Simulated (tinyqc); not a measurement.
# Mass from the capacitance plateau

Question. Once one two-dimensional band is degenerate, Cq = q gv md m0 q/(pi hbar^2) and 1/C_G = 1/Cox + 1/Cq (no traps). Find Cq, md and the oxide-equivalent thickness 3.9 eps0/Cq that it adds.

Parameters, values chosen for the exercise:
```
symbol,value,unit,meaning
gv,2,,valley degeneracy
```

Constants: q = 1.602176634e-19 C, hbar = 1.054571817e-34 J s, m0 = 9.1093837015e-31 kg, eps0 = 8.8541878128e-14 F/cm where lengths are in cm. Results are converted to the units shown.

C_G on the plateau = 1.1984244 uF/cm^2
Cox = 1.2346673 uF/cm^2

Solution. Removing Cox from the series leaves Cq, which is proportional to gv md.

Cq = 40.8 uF/cm^2
md = 0.305 m0
added thickness = 0.0846 nm

Numbers from tinyqc (`OMP_NUM_THREADS=1 python tinyqc.py 2200053 2200054 out.jsonl`; about 0.01 s on one thread of a shared Intel Xeon 2.30GHz).
